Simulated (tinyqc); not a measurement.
Tight binding, kagome lattice, step by step. One step of it, computed by the program tinyqc.

Question. Levels at K. Diagonalise the Hermitian matrix.

H(k) at K (eV), order A, B, C:
```
[[0.000000, -0.475000+0.822724i, -0.475000-0.822724i],
 [-0.475000-0.822724i, 0.000000, -0.475000+0.822724i],
 [-0.475000+0.822724i, -0.475000-0.822724i, 0.000000]]
```

Give: eigenvalues.

Answer.

eigenvalues (eV): [-0.9500, -0.9500, 1.9000]
